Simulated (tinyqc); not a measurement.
Where in the gap a trap does harm: carrier lifetime from Shockley-Read-Hall, radiative, Auger and surface recombination. Computed by tinyqc, a small Python program. Command: `OMP_NUM_THREADS=1 python tinyqc.py 3027932 3027933 out.jsonl lifetime walk`. One thread of a shared host (Intel(R) Xeon(R) Processor @ 2.30GHz), about 0.03 s of CPU time with the checks.

Energies are counted from the top of the valence band. Boltzmann statistics, full ionisation, and equal excess densities of electrons and holes.

Inputs (values chosen for the exercise, with bands modelled on CdS):
```
quantity,value,unit
gap E_g,2.48,eV
electron mass m_e,0.198,m_0
valleys M_c,1,-
hole mass m_h,0.819,m_0
temperature T,300,K
doping N,1.3e+17,cm^-3
trap level E_t,0.899,eV
trap density N_t,3.8e+11,cm^-3
electron cross-section sigma_n,1.2e-14,cm^2
hole cross-section sigma_p,2.9e-17,cm^2
```

Doping: n-type. Surface term: none.

Constants: m_0 = 9.1093837015e-31 kg; k_B = 1.380649e-23 J/K; h = 6.62607015e-34 J s; k_B = 8.617333262e-05 eV/K.

Method:
- N_c = 2 M_c (2 pi m_e k_B T/h^2)^(3/2) and N_v = 2 (2 pi m_h k_B T/h^2)^(3/2), masses in units of m_0.
- n_i = sqrt(N_c N_v) exp(-E_g/2 k_B T); majority density N/2 + sqrt(N^2/4 + n_i^2), minority density n_i^2 over it.
- v = sqrt(3 k_B T/m) with m_e or m_h; tau_n0 = 1/(sigma_n v_n N_t), tau_p0 = 1/(sigma_p v_p N_t); n1 = N_c exp(-(E_g - E_t)/k_B T), p1 = N_v exp(-E_t/k_B T).
- Low injection: tau = [tau_p0 (n_0 + n1) + tau_n0 (p_0 + p1)]/(n_0 + p_0). Depleted region (n = p = 0): generation lifetime tau_g = (tau_p0 n1 + tau_n0 p1)/n_i. n1 = N_c exp(-(E_g - E_t)/k_B T), p1 = N_v exp(-E_t/k_B T).

tau_p0 = 0.00703140 s

n_0 = 1.30e+17 cm^-3

N_c = 2.21090e+18 cm^-3

tau_n0 = 8.35506e-06 s

p_0 = 6.88586e-22 cm^-3

N_v = 1.85994e+19 cm^-3

n_i = 0.00946130 cm^-3

The same trap at other energies:
```
E_t (eV),SRH lifetime (s),generation lifetime (s)
0.149,0.0070352,5.1571e+13
0.372,0.0070314,9.2506e+09
0.620,0.0070314,6.3089e+05
0.868,0.0070314,4.3027e+01
1.116,0.0070314,2.9544e-03
1.240,0.0070314,2.4485e-03
1.364,0.0070314,2.9355e-01
1.612,0.0070314,4.3043e+03
1.860,0.0070314,6.3113e+07
2.108,0.0070315,9.2541e+11
2.331,0.0074069,5.1591e+15
```

The SRH lifetime (other channels left aside) stays within 10 % of its least value, among these rows, from E_t = 0.149 to 2.331 eV. The generation lifetime has a sharp minimum, among these rows at 1.24 eV and exactly at 1.180 eV, where tau_p0 n1 = tau_n0 p1, since generation needs two thermal jumps and the larger one rules.

Extremes, crossings and ranges named in words are read from the listed rows.
